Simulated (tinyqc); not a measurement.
Thin-film transistor with exponential tail and deep states, accumulation layer: one step of the calculation.

An undoped film in accumulation, thicker than the space-charge layer. With band bending psi the Fermi level lies E0 - psi below the band edge. Free electrons n = n0 exp(psi/Vt) carry the current; electrons in two exponential distributions of traps, a = a0 exp(psi/Va) and d = d0 exp(psi/Vp), do not. Linear regime, ohmic contacts, traps in equilibrium.

Problem. Surface potential by Newton steps. Va = kB Tt/q, Vp = kB Td/q. G(psi) = sum over the three kinds of c0 [V (exp(psi/V) - 1) - psi], field F = sqrt(2 q G/(eps0 eps_r)); Vg = psi + eps0 eps_r F/Ci at the surface. f = psi + eps0 eps_r F/Ci - Vg, f' = 1 + q rho/(Ci F) with rho = sum c0 (exp(psi/V) - 1); psi(new) = psi - f/f'.

Parameters, values chosen for the exercise; values close to those of amorphous indium gallium zinc oxide: temperature T = 300 K; relative permittivity of the semiconductor eps_r = 10; characteristic temperature of the tail Tt = 410 K; characteristic temperature of the deep states Td = 2070 K; gate capacitance Ci = 100 nF/cm^2; gate voltage above flat band Vg = 3.4 V.

Constants: q = 1.602176634e-19 C, kB = 1.380649e-23 J/K, Vt = kB T/q, eps0 = 8.8541878128e-14 F/cm where lengths are in cm. Results are converted to the units shown.

psi at the start = 0.74 V
n0 = 1.3576444e7 cm^-3
a0 = 5.1810615e10 cm^-3
d0 = 2.1636348e15 cm^-3

Give: F; f; f'; psi after iteration 1.

Solution.

F = 1085 kV/cm
f = 6.949 V
f' = 150.8
psi after iteration 1 = 0.6939 V

Program tinyqc, `OMP_NUM_THREADS=1 python tinyqc.py 2610060 2610061 out.jsonl`; Intel Xeon 2.30GHz, shared host, one thread, about 0.02 s.
